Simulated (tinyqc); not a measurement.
## Abrupt p-n junction, non-linear Poisson equation by Newton steps: effect of temperature

One dimension, p side on the left, n side on the right; net doping C = -Na for x < 0 and +Nd for x > 0. The potential psi is counted from the intrinsic level, and the quasi-Fermi potentials are flat: 0 for holes and -V for electrons, so n = ni exp((psi + V)/Vt) and p = ni exp(-psi/Vt) (Boltzmann statistics, full ionisation, no current). Under reverse bias this makes the minority densities vanishingly small everywhere; they play no part in the charge.

Nc and Nv are given at 300 K and scale as (T/300 K)^1.5; Eg and eps_r are held fixed and ionisation stays complete. ni = sqrt(Nc Nv) exp(-Eg/(2 Vt)), Eg in volts. Depletion approximation: Vbi = Vt ln(Na Nd/ni^2), W = sqrt(2 eps0 eps_r (Vbi - V)(1/Na + 1/Nd)/q), xp = W Nd/(Na + Nd), xn = W Na/(Na + Nd), peak field 2 (Vbi - V)/W, capacitance eps0 eps_r/W. Exact first integral for an abrupt junction with thick neutral sides: psi_p = -Vt ln(Na/ni), psi_n = Vt ln(Nd/ni) - V, psi_j = (Nd psi_n + Na psi_p - Vt (Nd - Na))/(Na + Nd) at the junction, n_j = ni exp((psi_j + V)/Vt), p_j = ni exp(-psi_j/Vt), and E_j^2 = (2 q/(eps0 eps_r)) [Nd (psi_n - psi_j - Vt) + Vt (n_j + p_j)] (minority densities of the neutral sides neglected).

Parameters, values chosen for the exercise; band and dielectric values close to those of In0.53Ga0.47As: band gap Eg = 0.726 eV; relative permittivity eps_r = 14.1; conduction-band density of states at the reference temperature Nc = 2.11e17 cm^-3; valence-band density of states at the reference temperature Nv = 7.56e18 cm^-3; acceptor density of the p side Na = 3.5e16 cm^-3; donor density of the n side Nd = 9e17 cm^-3; bias of the p side against the n side V = -1.3 V.

Constants: q = 1.602176634e-19 C, kB = 1.380649e-23 J/K, Vt = kB T/q, eps0 = 8.8541878128e-14 F/cm where lengths are in cm. Results are converted to the units shown.

The same in every row: share of W on the n side (%) = 3.743.

Result of one run:
```
ni (cm^-3)	Vbi (V)	W (nm)	peak field, depletion (kV/cm)	peak field, exact (kV/cm)
1.375e13	0.5873	295.5	127.7	126.8
```

Which temperature T gave this result: 200, 280, 360 or 400 K?

T = 360 K.

The whole series:
```
T (K)	ni (cm^-3)	Vbi (V)	W (nm)	peak field, depletion (kV/cm)	peak field, exact (kV/cm)
200	4.899e8	0.6793	302.6	130.8	129.8
240	2.155e10	0.6587	301.0	130.1	129.0
280	3.332e11	0.6363	299.3	129.4	128.2
320	2.670e12	0.6124	297.4	128.6	127.5
360	1.375e13	0.5873	295.5	127.7	126.8
400	5.191e13	0.5610	293.4	126.9	126.2
```

ni rises from 4.90e8 to 5.19e13 cm^-3, while Vbi falls from 0.679 to 0.561 V, on average -0.592 mV/K; W falls from 303 to 293 nm. The depletion field is 0.82 % above the exact one in the first row and 0.56 % above it in the last. In every row a doping exceeds a fifth of its band density of states, where Boltzmann statistics begin to fail.

Numbers from tinyqc (`OMP_NUM_THREADS=1 python tinyqc.py 2000108 2000109 out.jsonl`; about 0.03 s on one thread of a shared Intel Xeon 2.30GHz).
